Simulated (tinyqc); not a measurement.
# Frequency dispersion of an accumulation capacitance by border traps, distributed model, step by step

Program tinyqc, `OMP_NUM_THREADS=1 python tinyqc.py 2202086 2202087 out.jsonl`; Intel Xeon 2.30GHz, shared host, one thread, about 0.6 s. Printed values are rounded.

Traps spread evenly through the insulator exchange electrons with the semiconductor by tunnelling, with tau(x) = t0 exp(2 ka x) at depth x from the interface. The admittance per area Y seen at depth x obeys dY/dx = -Y^2/(i w eps0 eox) + q Nb ln(1 + i w tau)/tau, with Y(0) = i w Cs and w = 2 pi f; the gate sees Y(tox) = G + i w C. Working variable y = Y/(i w), in uF/cm^2. Cox = eps0 eox/tox.

Values chosen for this exercise; permittivity close to that of hafnium oxide:
```
symbol,value,unit,meaning
eox,18.1,,relative permittivity of the insulator
tox,9.4,nm,insulator thickness
Cs,6.3,uF/cm^2,semiconductor capacitance in accumulation
Nb,1.1e20,cm^-3 eV^-1,density of border traps
ka,3.7,1/nm,decay constant of the wave function in the insulator
t0,6e-11,s,time constant of a trap at the interface
f,100,Hz,frequency
xe,3,nm,depth down to which the steps are taken
```

Constants: q = 1.602176634e-19 C, eps0 = 8.8541878128e-14 F/cm where lengths are in cm. Results are converted to the units shown.

## Scales and lumped estimate

Cox; trap-free value 1/(1/Cox + 1/Cs); response depth d = ln(1/(w t0))/(2 ka), where w tau = 1; lumped estimate: all traps within d act as C_bt = q Nb d placed at d/2, so C = 1/{1/[1/(1/Cs + d/(2 eps0 eox)) + C_bt] + (tox - d/2)/(eps0 eox)}.

Cox = 1.70490 uF/cm^2
trap-free C = 1.34179 uF/cm^2
d = 2.30995 nm
C_bt = 4.07104 uF/cm^2
lumped C = 1.57861 uF/cm^2

The traps within reach amount to 0.646 Cs and lie in the first 24.6 % of the insulator.

## Midpoint steps through the active depth

In terms of y: dy/dx = -y^2/(eps0 eox) + s(x), s = q Nb ln(1 + z)/z, z = i w tau. 8 midpoint steps of h = xe/8: y_half = y + (h/2) y'(x, y), y(new) = y + h y'(x + h/2, y_half).

```
point	x (nm)	s (uF/(cm^2 nm))	y (uF/cm^2)
0	0	1.76239+0.00000i	6.30000+0.00000i
1	0.375	1.76239+0.00000i	6.07124+0.00000i
2	0.75	1.76239-0.00001i	5.89804+0.00000i
3	1.125	1.76239-0.00014i	5.76594-0.00001i
4	1.5	1.76239-0.00220i	5.66461-0.00021i
5	1.875	1.76145-0.03523i	5.58653-0.00335i
6	2.25	1.56690-0.47356i	5.52067-0.05316i
7	2.625	0.25240-0.40003i	5.13258-0.27952i
8	3	0.01671-0.05452i	4.60423-0.26597i
```

## Capacitance and conductance at the gate

y at xe = 4.60423-0.26597i uF/cm^2

Beyond xe the traps are ignored, so 1/y(tox) = 1/y(xe) + (tox - xe)/(eps0 eox); C = Re y, G/w = -Im y, loss tangent G/(w C).

y at the gate = 1.62319-0.03296i uF/cm^2
C = 1.62319 uF/cm^2
G/w = 0.0329594 uF/cm^2
loss tangent = 0.0203054

A fine integration over the whole insulator gives C = 1.6268 and G/w = 0.03282 uF/cm^2; the coarse G/w is 0.43 % above that. The fine C is 21 % above the trap-free value, and the lumped estimate is 3.0 % below the fine result.
